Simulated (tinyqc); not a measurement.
Threshold and carrier lifetime from two turn-on delays.

Question. With a constant carrier lifetime tau, a current step from 0 to I reaches threshold after td = tau ln(I/(I - Ith)). Find Ith and tau.

turn-on delay for steps from 0 to 23 and to 46 mA (ns): [1.9008948, 0.71037755]

Answer. The ratio of the delays holds no tau and rises steadily with Ith, so it has one root below the smaller current.

Ith = 15.0 mA
tau = 1.80 ns

tinyqc, about 0.01 s, one thread, Intel Xeon 2.30GHz (shared host): `OMP_NUM_THREADS=1 python tinyqc.py 2840030 2840031 out.jsonl`
